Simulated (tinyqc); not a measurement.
Series resistance and mobility from two gate lengths.

Inverse problem. At small Vds the total resistance times width is 2 Rs + L/(mu Q), with the same mu and Q at both lengths. Find mu and Rs.

total resistance at L = 30 and 250 nm (ohm um): [597.86711, 3222.2259]
Q = 1.01 uC/cm^2

Solution. The slope against L is 1/(mu Q), and the intercept at L = 0 is 2 Rs.

mu = 83.0 cm^2/(V s)
Rs = 120 ohm um

Program tinyqc, `OMP_NUM_THREADS=1 python tinyqc.py 2380010 2380011 out.jsonl`; Intel Xeon 2.30GHz, shared host, one thread, about 0.01 s.
